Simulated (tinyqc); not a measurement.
Inside a calculation. Method: CIS on RHF in the 6-31g basis, for H3+, spin multiplicity 1. Computed by tinyqc, a small Python program that keeps every step (integrals from PySCF). Settings: charge = 1, multiplicity = 1, basis = 6-31g, method = RHF, energy threshold = 1e-10, iteration cap = 74, orthogonalisation = symmetric, start = Wolfsberg-Helmholz matrix, DIIS depth = 6. Command: `OMP_NUM_THREADS=1 python tinyqc.py 23268 23269 out.jsonl` (the two numbers bound the seeds that draw the settings). One thread of a shared host (Intel(R) Xeon(R) Processor @ 2.60GHz), about 0.05 s of CPU time with the checks. The early iterations of the SCF are left out here.

## One-electron integrals

Geometry (angstrom):
```
atom         x         y          z
H     0.000000  0.000000   0.000000
H     0.000000  0.000000   1.045000
H     0.000000  0.504000  -0.916000
```

Basis 6-31g: exponents (1/bohr^2) and contraction coefficients of normalised primitives:
```
element  l (shell)   exponent  coefficient
H            s (1)  18.731137     0.033495
H            s (1)   2.825394     0.234727
H            s (1)   0.640122     0.813757
H            s (2)   0.161278     1.000000
```

Overlap, kinetic and nuclear-attraction integrals over the contracted functions; the nuclear repulsion is the sum of Za Zb / Rab.

nuclear repulsion = 1.27389352 hartree

overlap S, order 1H 1s, 1H 2s, 2H 1s, 2H 2s, 3H 1s, 3H 2s:
$$\begin{pmatrix}
1.000000 & 0.658292 & 0.225472 & 0.394331 & 0.225175 & 0.394137 \\
0.658292 & 1.000000 & 0.394331 & 0.730178 & 0.394137 & 0.729958 \\
0.225472 & 0.394331 & 1.000000 & 0.658292 & 0.006237 & 0.096533 \\
0.394331 & 0.730178 & 0.658292 & 1.000000 & 0.096533 & 0.307116 \\
0.225175 & 0.394137 & 0.006237 & 0.096533 & 1.000000 & 0.658292 \\
0.394137 & 0.729958 & 0.096533 & 0.307116 & 0.658292 & 1.000000
\end{pmatrix}$$

kinetic energy T (hartree), order 1H 1s, 1H 2s, 2H 1s, 2H 2s, 3H 1s, 3H 2s:
$$\begin{pmatrix}
1.395678 & 0.259735 & 0.007849 & 0.102142 & 0.007645 & 0.102041 \\
0.259735 & 0.241917 & 0.102142 & 0.139610 & 0.102041 & 0.139533 \\
0.007849 & 0.102142 & 1.395678 & 0.259735 & -0.013277 & -0.010592 \\
0.102142 & 0.139610 & 0.259735 & 0.241917 & -0.010592 & 0.015824 \\
0.007645 & 0.102041 & -0.013277 & -0.010592 & 1.395678 & 0.259735 \\
0.102041 & 0.139533 & -0.010592 & 0.015824 & 0.259735 & 0.241917
\end{pmatrix}$$

nuclear attraction V (hartree), order 1H 1s, 1H 2s, 2H 1s, 2H 2s, 3H 1s, 3H 2s:
$$\begin{pmatrix}
-2.664712 & -1.401523 & -0.509142 & -0.831984 & -0.508351 & -0.831525 \\
-1.401523 & -1.539347 & -0.774750 & -1.094627 & -0.774269 & -1.094255 \\
-0.509142 & -0.774750 & -2.420448 & -1.244039 & -0.013750 & -0.191354 \\
-0.831984 & -1.094627 & -1.244039 & -1.350967 & -0.191325 & -0.472947 \\
-0.508351 & -0.774269 & -0.013750 & -0.191325 & -2.420208 & -1.243893 \\
-0.831525 & -1.094255 & -0.191354 & -0.472947 & -1.243893 & -1.350838
\end{pmatrix}$$

core Hamiltonian H = T + V (hartree), order 1H 1s, 1H 2s, 2H 1s, 2H 2s, 3H 1s, 3H 2s:
$$\begin{pmatrix}
-1.269034 & -1.141787 & -0.501293 & -0.729842 & -0.500706 & -0.729485 \\
-1.141787 & -1.297431 & -0.672608 & -0.955016 & -0.672228 & -0.954722 \\
-0.501293 & -0.672608 & -1.024770 & -0.984303 & -0.027028 & -0.201946 \\
-0.729842 & -0.955016 & -0.984303 & -1.109050 & -0.201917 & -0.457123 \\
-0.500706 & -0.672228 & -0.027028 & -0.201917 & -1.024530 & -0.984158 \\
-0.729485 & -0.954722 & -0.201946 & -0.457123 & -0.984158 & -1.108922
\end{pmatrix}$$

## Two-electron integrals

Functions are numbered as in S; the eight-fold symmetry (ij|kl) = (ji|kl) = (kl|ij) leaves the list below.

Two-electron integrals (ij|kl) in chemists' order, unique and non-zero (hartree):
```
(11|11) 1.076566   (21|11) 0.578470   (21|21) 0.329423   (22|11) 0.587396
(22|21) 0.361304   (22|22) 0.453150   (31|11) 0.179511   (31|21) 0.105082
(31|22) 0.119728   (31|31) 0.047127   (32|11) 0.223130   (32|21) 0.139518
(32|22) 0.178788   (32|31) 0.068540   (32|32) 0.117108   (33|11) 0.499323
(33|21) 0.321090   (33|22) 0.432188   (33|31) 0.179511   (33|32) 0.336471
(33|33) 1.076566   (41|11) 0.336471   (41|21) 0.192914   (41|22) 0.213866
(41|31) 0.068540   (41|32) 0.093739   (41|33) 0.223130   (41|41) 0.117108
(42|11) 0.393837   (42|21) 0.244785   (42|22) 0.314327   (42|31) 0.094749
(42|32) 0.152921   (42|33) 0.393837   (42|41) 0.152921   (42|42) 0.241602
(43|11) 0.321090   (43|21) 0.204975   (43|22) 0.275035   (43|31) 0.105082
(43|32) 0.192914   (43|33) 0.578470   (43|41) 0.139518   (43|42) 0.244785
(43|43) 0.329423   (44|11) 0.432188   (44|21) 0.275035   (44|22) 0.373688
(44|31) 0.119728   (44|32) 0.213866   (44|33) 0.587396   (44|41) 0.178788
(44|42) 0.314327   (44|43) 0.361304   (44|44) 0.453150   (51|11) 0.179237
(51|21) 0.104927   (51|22) 0.119560   (51|31) 0.026491   (51|32) 0.035144
(51|33) 0.078638   (51|41) 0.056440   (51|42) 0.071757   (51|43) 0.051602
(51|44) 0.075508   (51|51) 0.047000   (52|11) 0.222951   (52|21) 0.139412
(52|22) 0.178671   (52|31) 0.035169   (52|32) 0.049708   (52|33) 0.113546
(52|41) 0.074528   (52|42) 0.104540   (52|43) 0.074652   (52|44) 0.111535
(52|51) 0.068410   (52|52) 0.116992   (53|11) 0.005690   (53|21) 0.003228
(53|22) 0.003495   (53|31) 0.001063   (53|32) 0.001397   (53|33) 0.003206
(53|41) 0.001914   (53|42) 0.002404   (53|43) 0.002042   (53|44) 0.002709
(53|51) 0.001062   (53|52) 0.001396   (53|53) 0.000035   (54|11) 0.061749
(54|21) 0.037800   (54|22) 0.046491   (54|31) 0.009868   (54|32) 0.013701
(54|33) 0.031130   (54|41) 0.020541   (54|42) 0.028035   (54|43) 0.020419
(54|44) 0.030061   (54|51) 0.017355   (54|52) 0.027813   (54|53) 0.000388
(54|54) 0.006877   (55|11) 0.499105   (55|21) 0.320964   (55|22) 0.432078
(55|31) 0.078729   (55|32) 0.113595   (55|33) 0.261355   (55|41) 0.168841
(55|42) 0.244766   (55|43) 0.172034   (55|44) 0.260037   (55|51) 0.179237
(55|52) 0.336297   (55|53) 0.003206   (55|54) 0.076126   (55|55) 1.076566
(61|11) 0.336297   (61|21) 0.192815   (61|22) 0.213759   (61|31) 0.056494
(61|32) 0.074544   (61|33) 0.168810   (61|41) 0.109622   (61|42) 0.138644
(61|43) 0.109188   (61|44) 0.151804   (61|51) 0.068410   (61|52) 0.093629
(61|53) 0.001913   (61|54) 0.024875   (61|55) 0.222951   (61|61) 0.116992
(62|11) 0.393687   (62|21) 0.244694   (62|22) 0.314217   (62|31) 0.071830
(62|32) 0.104569   (62|33) 0.244726   (62|41) 0.138662   (62|42) 0.201363
(62|43) 0.158811   (62|44) 0.227633   (62|51) 0.094595   (62|52) 0.152795
(62|53) 0.002403   (62|54) 0.038067   (62|55) 0.393687   (62|61) 0.152795
(62|62) 0.241456   (63|11) 0.061770   (63|21) 0.037811   (63|22) 0.046498
(63|31) 0.017379   (63|32) 0.027826   (63|33) 0.076126   (63|41) 0.024892
(63|42) 0.038079   (63|43) 0.044421   (63|44) 0.050666   (63|51) 0.009857
(63|52) 0.013696   (63|53) 0.000388   (63|54) 0.003804   (63|55) 0.031130
(63|61) 0.020536   (63|62) 0.028030   (63|63) 0.006877   (64|11) 0.176523
(64|21) 0.108874   (64|22) 0.137383   (64|31) 0.036751   (64|32) 0.055466
(64|33) 0.134924   (64|41) 0.064892   (64|42) 0.096530   (64|43) 0.085730
(64|44) 0.116026   (64|51) 0.036705   (64|52) 0.055441   (64|53) 0.001096
(64|54) 0.014525   (64|55) 0.134924   (64|61) 0.064863   (64|62) 0.096506
(64|63) 0.014525   (64|64) 0.042741   (65|11) 0.320964   (65|21) 0.204905
(65|22) 0.274972   (65|31) 0.051662   (65|32) 0.074684   (65|33) 0.172034
(65|41) 0.109210   (65|42) 0.158838   (65|43) 0.113203   (65|44) 0.170537
(65|51) 0.104927   (65|52) 0.192815   (65|53) 0.002042   (65|54) 0.044421
(65|55) 0.578470   (65|61) 0.139412   (65|62) 0.244694   (65|63) 0.020419
(65|64) 0.085730   (65|65) 0.329423   (66|11) 0.432078   (66|21) 0.274972
(66|22) 0.373624   (66|31) 0.075598   (66|32) 0.111585   (66|33) 0.260037
(66|41) 0.151848   (66|42) 0.227677   (66|43) 0.170537   (66|44) 0.253574
(66|51) 0.119560   (66|52) 0.213759   (66|53) 0.002709   (66|54) 0.050666
(66|55) 0.587396   (66|61) 0.178671   (66|62) 0.314217   (66|63) 0.030061
(66|64) 0.116026   (66|65) 0.361304   (66|66) 0.453150
```

## Orthogonalisation

S = U s U^T; symmetric (Loewdin) form X = U s^(-1/2) U^T, so that X^T S X = 1.

eigenvalues of S: [0.072420, 0.261769, 0.418857, 0.723412, 1.424878, 3.098664]

X, order 1H 1s, 1H 2s, 2H 1s, 2H 2s, 3H 1s, 3H 2s:
$$\begin{pmatrix}
1.274954 & -0.596933 & -0.032067 & 0.070016 & -0.031905 & 0.069953 \\
-0.596933 & 2.507170 & -0.009471 & -0.925970 & -0.009493 & -0.925512 \\
-0.032067 & -0.009471 & 1.257069 & -0.489912 & 0.005375 & 0.049475 \\
0.070016 & -0.925970 & -0.489912 & 1.750675 & 0.049452 & 0.209878 \\
-0.031905 & -0.009493 & 0.005375 & 0.049452 & 1.257055 & -0.489927 \\
0.069953 & -0.925512 & 0.049475 & 0.209878 & -0.489927 & 1.750242
\end{pmatrix}$$

## Iteration 7 (converged): orbitals

converged F (hartree), order 1H 1s, 1H 2s, 2H 1s, 2H 2s, 3H 1s, 3H 2s:
$$\begin{pmatrix}
-0.390434 & -0.760007 & -0.447419 & -0.548517 & -0.447047 & -0.548289 \\
-0.760007 & -0.759905 & -0.504578 & -0.589986 & -0.504325 & -0.589836 \\
-0.447419 & -0.504578 & -0.236351 & -0.578394 & -0.105171 & -0.235626 \\
-0.548517 & -0.589986 & -0.578394 & -0.555713 & -0.235575 & -0.363598 \\
-0.447047 & -0.504325 & -0.105171 & -0.235575 & -0.236277 & -0.578270 \\
-0.548289 & -0.589836 & -0.235626 & -0.363598 & -0.578270 & -0.555617
\end{pmatrix}$$

Diagonalise F' = X^T F X, C = X C', fill 1 alpha and 1 beta electrons from the bottom; D = 2 C_occ C_occ^T. Each column has its largest component positive (the first on a tie).

F' = X^T F X (hartree):
$$\begin{pmatrix}
0.186253 & -0.643685 & -0.219945 & -0.099416 & -0.219598 & -0.099435 \\
-0.643685 & 0.057160 & -0.151224 & -0.189700 & -0.151224 & -0.189640 \\
-0.219945 & -0.151224 & 0.218950 & -0.515005 & 0.017463 & -0.002520 \\
-0.099416 & -0.189700 & -0.515005 & -0.006691 & -0.002524 & -0.082315 \\
-0.219598 & -0.151224 & 0.017463 & -0.002524 & 0.218855 & -0.514977 \\
-0.099435 & -0.189640 & -0.002520 & -0.082315 & -0.514977 & -0.006759
\end{pmatrix}$$

orbital energies (hartree): MO1 -0.956589, MO2 -0.377803, MO3 -0.053462, MO4 0.567834, MO5 0.654833, MO6 0.832955

coefficients C, order 1H 1s, 1H 2s, 2H 1s, 2H 2s, 3H 1s, 3H 2s:
$$\begin{pmatrix}
0.332418 & -0.000104 & 0.260988 & 0.531418 & 0.000939 & -1.238004 \\
0.386857 & -0.000126 & 1.795820 & -0.619900 & -0.001932 & 2.144178 \\
0.219059 & -0.300739 & -0.107291 & 0.789502 & 0.915007 & 0.461885 \\
0.105997 & -0.562935 & -1.229547 & -0.462744 & -1.006319 & -1.070965 \\
0.218947 & 0.300890 & -0.107193 & 0.789209 & -0.916207 & 0.459944 \\
0.106009 & 0.563377 & -1.228588 & -0.462375 & 1.008640 & -1.068707
\end{pmatrix}$$

D after iteration 7, order 1H 1s, 1H 2s, 2H 1s, 2H 2s, 3H 1s, 3H 2s:
$$\begin{pmatrix}
0.221003 & 0.257196 & 0.145639 & 0.070471 & 0.145564 & 0.070478 \\
0.257196 & 0.299317 & 0.169489 & 0.082012 & 0.169402 & 0.082020 \\
0.145639 & 0.169489 & 0.095974 & 0.046439 & 0.095925 & 0.046444 \\
0.070471 & 0.082012 & 0.046439 & 0.022471 & 0.046416 & 0.022473 \\
0.145564 & 0.169402 & 0.095925 & 0.046416 & 0.095875 & 0.046420 \\
0.070478 & 0.082020 & 0.046444 & 0.022473 & 0.046420 & 0.022476
\end{pmatrix}$$

## Convergence

Stop when the energy changes by less than 1e-10 hartree and every element of the error matrix X^T (F D S - S D F) X is below 3e-06.

Course of the cycle:
```
iteration  E (hartree)     change  largest element of the error matrix
1          -1.13346494          -                             1.45e-01
2          -1.18822734  -5.48e-02                             2.92e-02
3          -1.19022670  -2.00e-03                             1.03e-03
4          -1.19022809  -1.39e-06                             8.90e-05
5          -1.19022811  -1.79e-08                             9.36e-06
6          -1.19022811  -2.03e-10                             1.60e-08
7          -1.19022811   4.44e-16                             6.19e-09
```

PySCF RHF in the same basis = -1.19022811 hartree

Converged in 7 iterations.

## Integrals over molecular orbitals

(pq|rs) = sum C_ip C_jq C_kr C_ls (ij|kl), one index at a time.

one-electron integrals over orbitals h = C^T H C (hartree):
$$\begin{pmatrix}
-1.507533 & 0.000079 & -0.079660 & -0.078914 & -0.000086 & 0.075538 \\
0.000079 & -1.124122 & -0.000049 & 0.000055 & 0.142433 & 0.000098 \\
-0.079660 & -0.000049 & -0.781420 & 0.060215 & -0.000147 & 0.202209 \\
-0.078914 & 0.000055 & 0.060215 & -0.255312 & -0.000119 & 0.039432 \\
-0.000086 & 0.142433 & -0.000147 & -0.000119 & -0.109443 & 0.000097 \\
0.075538 & 0.000098 & 0.202209 & 0.039432 & 0.000097 & -0.159111
\end{pmatrix}$$

Two-electron integrals over orbitals (pq|rs), unique and non-zero (hartree):
```
(11|11) 0.550944    (21|11) -0.000079   (21|21) 0.120152    (22|11) 0.433235
(22|21) 0.000085    (22|22) 0.439100    (31|11) 0.079660    (31|21) 0.000016
(31|22) -0.011861   (31|31) 0.071176    (32|11) 0.000033    (32|21) -0.086752
(32|22) -0.000074   (32|31) -0.000033   (32|32) 0.089551    (33|11) 0.399567
(33|21) -0.000066   (33|22) 0.363680    (33|31) 0.025771    (33|32) 0.000057
(33|33) 0.350785    (41|11) 0.078914    (41|21) -0.000039   (41|22) 0.075515
(41|31) -0.001004   (41|32) 0.000014    (41|33) 0.043012    (41|41) 0.054202
(42|11) -0.000047   (42|21) 0.064941    (42|22) 0.000051    (42|31) 1.42e-06
(42|32) -0.041209   (42|33) -0.000023   (42|41) -0.000026   (42|42) 0.064429
(43|11) -0.030610   (43|21) -0.000005   (43|22) -0.039132   (43|31) 0.004718
(43|32) 0.000006    (43|33) -0.017158   (43|41) -0.012670   (43|42) 0.000007
(43|43) 0.024135    (44|11) 0.438673    (44|21) -0.000061   (44|22) 0.408966
(44|31) 0.015918    (44|32) 0.000040    (44|33) 0.348312    (44|41) 0.068289
(44|42) -0.000031   (44|43) -0.042092   (44|44) 0.414140    (51|11) 0.000086
(51|21) -0.058160   (51|22) -0.000052   (51|31) 0.000037    (51|32) 0.034170
(51|33) 0.000043    (51|41) 0.000032    (51|42) -0.054839   (51|43) 0.000013
(51|44) 0.000026    (51|51) 0.047904    (52|11) -0.100297   (52|21) -0.000074
(52|22) -0.102949   (52|31) 0.006655    (52|32) 0.000042    (52|33) -0.048714
(52|41) -0.058556   (52|42) -0.000075   (52|43) 0.031895    (52|44) -0.102570
(52|51) 0.000076    (52|52) 0.083463    (53|11) 0.000092    (53|21) 0.008615
(53|22) 0.000050    (53|31) 0.000033    (53|32) 0.008417    (53|33) 0.000056
(53|41) 0.000021    (53|42) 0.027712    (53|43) 0.000011    (53|44) 0.000053
(53|51) -0.022644   (53|52) -0.000068   (53|53) 0.028229    (54|11) 0.000075
(54|21) -0.130830   (54|22) -0.000145   (54|31) 0.000014    (54|32) 0.100432
(54|33) 0.000062    (54|41) 0.000014    (54|42) -0.082850   (54|43) 0.000016
(54|44) 0.000036    (54|51) 0.072715    (54|52) 0.000135    (54|53) -0.014518
(54|54) 0.163450    (55|11) 0.406090    (55|21) 0.000201    (55|22) 0.419573
(55|31) -0.016525   (55|32) -0.000169   (55|33) 0.341769    (55|41) 0.081407
(55|42) 0.000143    (55|43) -0.041844   (55|44) 0.406464    (55|51) -0.000139
(55|52) -0.112193   (55|53) 0.000060    (55|54) -0.000318   (55|55) 0.425315
(61|11) -0.075538   (61|21) -0.000046   (61|22) 0.013581    (61|31) -0.065740
(61|32) 0.000055    (61|33) -0.034582   (61|41) -0.010373   (61|42) -0.000045
(61|43) -0.025634   (61|44) -0.000167   (61|51) -0.000028   (61|52) -0.016903
(61|53) -0.000069   (61|54) 0.000033    (61|55) 0.023596    (61|61) 0.099450
(62|11) -0.000072   (62|21) 0.054666    (62|22) -0.000042   (62|31) 0.000043
(62|32) -0.033725   (62|33) -0.000047   (62|41) -0.000061   (62|42) 0.043958
(62|43) 0.000035    (62|44) -0.000096   (62|51) -0.037932   (62|52) 0.000009
(62|53) 0.020583    (62|54) -0.066900   (62|55) 0.000011    (62|61) -0.000083
(62|62) 0.037692    (63|11) -0.133974   (63|21) 0.000055    (63|22) -0.067849
(63|31) -0.045208   (63|32) -0.000010   (63|33) -0.061749   (63|41) -0.044304
(63|42) 0.000056    (63|43) 0.004173    (63|44) -0.077451   (63|51) -0.000086
(63|52) 0.044165    (63|53) -0.000026   (63|54) -0.000063   (63|55) -0.061638
(63|61) 0.060350    (63|62) 0.000051    (63|63) 0.079125    (64|11) -0.024903
(64|21) -0.000125   (64|22) 0.044918    (64|31) -0.055597   (64|32) 0.000114
(64|33) -0.002550   (64|41) 0.024537    (64|42) -0.000079   (64|43) -0.015236
(64|44) 0.023634    (64|51) 0.000033    (64|52) -0.038447   (64|53) -0.000034
(64|54) 0.000116    (64|55) 0.058379    (64|61) 0.058069    (64|62) -0.000123
(64|63) 0.020312    (64|64) 0.065720    (65|11) -0.000062   (65|21) -0.078064
(65|22) -0.000036   (65|31) -0.000118   (65|32) 0.066729    (65|33) 2.52e-06
(65|41) 0.000025    (65|42) -0.054464   (65|43) -0.000025   (65|44) 0.000040
(65|51) 0.046998    (65|52) 0.000029    (65|53) -0.007007   (65|54) 0.100279
(65|55) -0.000123   (65|61) 0.000175    (65|62) -0.039453   (65|63) 0.000043
(65|64) 0.000205    (65|65) 0.067328    (66|11) 0.545758    (66|21) -0.000217
(66|22) 0.399632    (66|31) 0.105727    (66|32) 0.000138    (66|33) 0.400835
(66|41) 0.086411    (66|42) -0.000146   (66|43) -0.015389   (66|44) 0.420369
(66|51) 0.000208    (66|52) -0.085899   (66|53) 0.000097    (66|54) 0.000273
(66|55) 0.380638    (66|61) -0.128115   (66|62) -0.000116   (66|63) -0.158722
(66|64) -0.057660   (66|65) -0.000015   (66|66) 0.606929
```

## CIS matrix, singlets

A(ia,jb) = (e_a - e_i) d_ij d_ab + 2 (ia|jb) - (ij|ab).

CIS matrix A, singlet (hartree), order 1>2, 1>3, 1>4, 1>5, 1>6:
$$\begin{pmatrix}
0.385854 & 0.000000 & -0.000030 & -0.016024 & -0.000020 \\
0.000000 & 0.645911 & 0.028602 & -0.000018 & 0.002495 \\
-0.000030 & 0.028602 & 1.194152 & -0.000011 & 0.004157 \\
-0.016024 & -0.000018 & -0.000011 & 1.301140 & 0.000007 \\
-0.000020 & 0.002495 & 0.004157 & 0.000007 & 1.442686
\end{pmatrix}$$

## CIS singlet states

dipole integrals <i|r|a> (bohr), order 1>2, 1>3, 1>4, 1>5, 1>6:
$$\begin{pmatrix}
0.000000 & 0.346858 & -1.349349 \\
0.000000 & -0.402024 & -0.103793 \\
0.000000 & 0.092555 & 0.023839 \\
0.000000 & -0.011883 & 0.046752 \\
0.000000 & -0.091226 & -0.023244
\end{pmatrix}$$

Diagonalise A (1 hartree = 27.211386 eV); each vector has its largest component positive (the first on a tie). The transition dipole is mu = sqrt2 sum c_ia <i|r|a>.

singlet excitation energies (eV): [10.491998, 17.535472, 32.533011, 35.413463, 39.259670]

lowest vectors, order 1>2, 1>3, 1>4, 1>5, 1>6:
$$\begin{pmatrix}
0.999847 & 0.000003 & -0.000039 & -0.017499 & -0.000021 \\
-0.000002 & 0.998646 & 0.051880 & -0.000032 & 0.003746 \\
0.000038 & -0.051937 & 0.998503 & -0.000104 & 0.017149 \\
0.017499 & 0.000026 & 0.000104 & 0.999847 & 0.000049 \\
0.000019 & -0.002851 & -0.017320 & -0.000047 & 0.999846
\end{pmatrix}$$

oscillator strengths 2/3 w |mu|^2: [0.996378, 0.151090, 0.009092, 0.009149, 0.017013]

## CIS matrix, triplets

A(ia,jb) = (e_a - e_i) d_ij d_ab - (ij|ab).

CIS matrix A, triplet (hartree), order 1>2, 1>3, 1>4, 1>5, 1>6:
$$\begin{pmatrix}
0.145551 & -0.000033 & 0.000047 & 0.100297 & 0.000072 \\
-0.000033 & 0.503560 & 0.030610 & -0.000092 & 0.133974 \\
0.000047 & 0.030610 & 1.085749 & -0.000075 & 0.024903 \\
0.100297 & -0.000092 & -0.000075 & 1.205332 & 0.000062 \\
0.000072 & 0.133974 & 0.024903 & 0.000062 & 1.243785
\end{pmatrix}$$

## CIS triplet states

Diagonalise A (1 hartree = 27.211386 eV); each vector has its largest component positive (the first on a tie).

triplet excitation energies (eV): [3.704619, 13.033039, 29.444320, 33.054765, 34.615071]

lowest vectors, order 1>2, 1>3, 1>4, 1>5, 1>6:
$$\begin{pmatrix}
0.995629 & -0.000095 & 0.000102 & 0.093396 & 0.000124 \\
0.000095 & 0.984342 & 0.014278 & -0.000265 & 0.175692 \\
-0.000058 & -0.042636 & 0.986404 & -0.000715 & 0.158709 \\
-0.093396 & 0.000148 & 0.000614 & 0.995629 & 0.000673 \\
-0.000070 & -0.171037 & -0.163715 & -0.000537 & 0.971567
\end{pmatrix}$$
